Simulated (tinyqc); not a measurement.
Switching kinetics of a ferroelectric film and the memory window of a ferroelectric gate stack: one step, computed by the program tinyqc. Command: `OMP_NUM_THREADS=1 python tinyqc.py 3017466 3017467 out.jsonl feswitch walk`. One thread of a shared host (Intel(R) Xeon(R) Processor @ 2.30GHz), about 0.02 s of CPU time with the checks.

Fields in MV/cm; 1 microcoulomb/cm^2 over eps_0 is 11.29409 MV/cm. In the stack (metal, ferroelectric, interlayer, channel) the channel is taken as a conductor.

Question. Fields in the stack. Series stack: V = E_F t_F + E_I t_I and eps_I E_I = eps_F E_F + (1 - s) P/eps_0. Before switching P = -P_r, after it P = +P_s; in retention V = 0 and P = +P_r.

Inputs (values chosen for the exercise, for a model film):
```
quantity,value,unit
saturation polarisation P_s,32,microcoulomb/cm^2
ratio P_r/P_s,0.73,-
coercive field E_c,0.67,MV/cm
permittivity of the ferroelectric eps_F,29,-
thickness t_F,22,nm
permittivity of the interlayer eps_I,5.5,-
interlayer thickness t_I,1.7,nm
share s of P screened by trapped charge,0.7,-
pulse height V,6.7,V
breakdown field of the interlayer,13,MV/cm
```

Give: E_F before switching; E_F after switching; E_I after switching; depolarising field in retention; depolarising field over E_c.

Answer.

E_F before switching = 2.954 MV/cm

E_F after switching = 1.082 MV/cm

E_I after switching = 25.42 MV/cm

depolarising field in retention = 0.7901 MV/cm

depolarising field over E_c = 1.179

Caution: the interlayer field exceeds its breakdown field, so charge injection would change the fields. Caution: a depolarising field above E_c switches the film back, so P_r is not held.
